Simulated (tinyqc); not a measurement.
Fermi-Dirac statistics of conduction electrons: sweeps and comparisons. A value that a table varies takes the place of the one given here.

Non-parabolic band E (1 + alpha E) = c k^2/m: n = Nc (2/sqrt(pi)) integral_0^infinity sqrt(x (1 + a x)) (1 + 2 a x) dx/(1 + exp(x - eta)) with a = alpha kT and eta = (EF - Ec)/kT; a = 0 gives n = Nc F_1/2(eta).

Constants: hbar^2/2m0 = 3.80998211 eV angstrom^2; kB = 8.617333262e-05 eV/K.

Values chosen for the exercise (near those of Si, lowest valleys alone; shifted at random, so the results belong to these values and not to a real crystal): m = 1.0532 m0 (density-of-states mass of the conduction band); T = 215 K; alpha = 0.48 1/eV (non-parabolicity); n = 5.9e+19 1/cm^3 (electron density).

## Parabolic against non-parabolic filling

N = 2 (m kB T/(4 pi c))^(3/2) with c = hbar^2/2m0, in 1/angstrom^3; times 1e24 for 1/cm^3. k_F = (3 pi^2 n)^(1/3) and the energy E0 that solves E (1 + alpha E) = c k_F^2/m give the limit of zero temperature.

EF - Ec (meV):
```
n (1/cm^3)  parabolic  non-parabolic  non-parabolic, 0 K
2.0e+18         -38.3          -38.9                 5.5
7.0e+18         -13.1          -13.8                12.6
2.0e+19          11.4           10.4                25.2
8.0e+19          59.3           56.6                62.4
2.0e+20         115.9          109.1               112.3
8.0e+20         297.4          263.1               264.7
```

Non-parabolicity lowers EF by 0.7 meV at the lowest density and by 34.3 meV at the highest, where alpha (EF - Ec) = 0.13. Temperature lowers EF below its 0 K value by 44.4 meV at the lowest density and by 1.6 meV at the highest. EF enters the band between 7e+18 and 2e+19 1/cm^3.

## What moves the Fermi level

N = 2 (m kB T/(4 pi c))^(3/2) with c = hbar^2/2m0, in 1/angstrom^3; times 1e24 for 1/cm^3. Each row changes one parameter from the base and keeps the others.

Results:
```
case                 parabolic EF - Ec (meV)  non-parabolic EF - Ec (meV)
base                                   46.08                        44.05
m = 0.9479 m0                          52.65                        50.33
T = 190 K                              47.59                        45.72
n = 2.95e+19 1/cm^3                    22.28                        21.02
alpha = 0.72 1/eV                      46.08                        43.10
```

The largest shifts from the base row, up to three for each result and ties (the steps differ in size, so this ranks the rows, not the parameters). parabolic EF - Ec (meV): n -23.80, m +6.58, T +1.51; unchanged at the printed digits by alpha. non-parabolic EF - Ec (meV): n -23.03, m +6.29, T +1.67.

Program tinyqc; command `OMP_NUM_THREADS=1 python tinyqc.py 1682059 1682060 out.jsonl`; about 0.01 s on one thread of a shared Intel(R) Xeon(R) Processor @ 2.30GHz.
